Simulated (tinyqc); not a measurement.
Q-state Potts model on a small periodic square lattice: enumeration, Metropolis, heat-bath and Wolff steps: one step, computed by the program tinyqc. Command: `OMP_NUM_THREADS=1 python tinyqc.py 3113154 3113155 out.jsonl potts walk`. One thread of a shared host (Intel(R) Xeon(R) Processor @ 2.30GHz), about 0.08 s of CPU time with the checks.

E = -J x (number of nearest-neighbour bonds with equal states); n x n sites with periodic edges have 2 n^2 bonds. Order parameter m = (q f - 1)/(q - 1), f being the largest share of one state. Sites are numbered row by row from 0. Here q = 3 and n = 3.

Question. Eight single-site steps. Site = floor(r1 n^2). State c is drawn with probability exp(K k_c)/sum exp(K k), k_c the number of neighbours in state c: the first c whose cumulative probability reaches r2; r3 is not used.

Inputs (values chosen for the exercise, for a model of domains or grain orientations): temperature T = 1250 K.

Update: heat bath.

start states:
```
   1  2  3
1  1  2  1
2  2  2  1
3  0  1  1
```

random numbers, one row a step:
```
        1       2       3
1  0.5909  0.1753  0.4858
2  0.2941  0.4121  0.9167
3  0.8945  0.1716  0.9249
4  0.0704  0.3525  0.0172
5  0.0534  0.9961  0.2378
6  0.0488  0.5047  0.7855
7  0.2907  0.7754  0.1605
8  0.1805  0.1195  0.2275
```

K = 0.6312858

Give: the table «Steps» with the columns old, neighbours in each state, P(old), P(new), new; states afterwards.

Answer.

Steps:
```
site  old  neighbours in each state  P(old)  P(new)  new
5       1                     0 2 2  0.4380  0.4380    1
2       1                     0 3 1  0.6976  0.6976    1
8       1                     1 3 0  0.6976  0.1974    0
0       1                     1 1 2  0.2577  0.2577    1
0       1                     1 1 2  0.2577  0.4845    2
0       2                     1 1 2  0.4845  0.2577    1
2       1                     1 2 1  0.4845  0.2577    2
1       2                     0 2 2  0.4380  0.1239    0
```

states afterwards:
```
   1  2  3
1  1  0  2
2  2  2  1
3  0  1  0
```
